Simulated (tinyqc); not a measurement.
# Double-gate transistor, scale length and short-channel effects: effect of the relative permittivity of the insulator

A body of thickness ts between two insulators of thickness ti and two tied gates. Below threshold the potential that source and drain add obeys Laplace's equation and vanishes on the gate. Its lowest mode decays along the channel as exp(-k y); k is the smallest positive root of the matching condition at the interface, and the scale length is Lambda = pi/k.

k is the smallest positive root of f(k) = ei cos(k ti) cos(k ts/2) - eps_r sin(k ti) sin(k ts/2). Along the channel psi(y) = s + a exp(y/l) + b exp(-y/l) with psi(0) = Vbi, psi(L) = Vbi + Vds and l = 1/k = Lambda/pi; with A = Vbi - s, B = A + Vds, x = exp(-L/l): a = (B - A x) x/(1 - x^2), b = (A - B x)/(1 - x^2). The minimum is s + 2 sqrt(a b), at y = (l/2) ln(b/a). The long-channel potential follows the gate as s = sT + (Vg - VTL)/m, and the threshold VT is the gate voltage at which the minimum equals sT. Swing = m Vt ln 10/g at threshold, g = d(minimum)/ds = 1 - (b x + a)/((1 + x) sqrt(a b)). DIBL = [VT(0.05 V) - VT(Vds)]/(Vds - 0.05 V). sT and Vbi are held fixed; m = 1.

Inputs (values chosen for the exercise); permittivities: semiconductor made up, insulator close to that of silicon nitride: temperature T = 300 K; relative permittivity of the semiconductor eps_r = 11.7; insulator thickness ti = 4.1 nm; body thickness ts = 9.9 nm; channel length L = 41 nm; potential of the source Vbi = 1 V; potential of the barrier top at threshold sT = 0.38 V; drain voltage Vds = 0.7 V.

Constants: q = 1.602176634e-19 C, kB = 1.380649e-23 J/K, Vt = kB T/q. Results are converted to the units shown.

Effect of the relative permittivity of the insulator:
```
ei   Lambda (nm)  L/Lambda  VT - VTL at Vds (mV)  DIBL (mV/V)  swing (mV/decade)
3.9       27.078    1.5142               -206.02       93.618             73.750
5.7       23.282    1.7610               -130.65       58.928             68.602
8.5       20.120    2.0378               -80.501       36.085             65.147
12        17.957    2.2832               -53.204       23.755             63.253
18        15.959    2.5691               -33.227       14.788             61.860
27        14.433    2.8407               -21.398       9.5042             61.031
40        13.305    3.0816               -14.542       6.4511             60.550
```

As ei goes from 3.9 to 40, Lambda falls from 27.1 to 13.3 nm, DIBL falls from 93.6 to 6.45 mV/V and the swing falls from 73.7 to 60.6 mV a decade. On average Lambda goes as ei^(-0.31).

Computed by the program tinyqc: `OMP_NUM_THREADS=1 python tinyqc.py 2420156 2420157 out.jsonl`, one thread of a shared Intel Xeon 2.30GHz, about 0.01 s for the whole run.
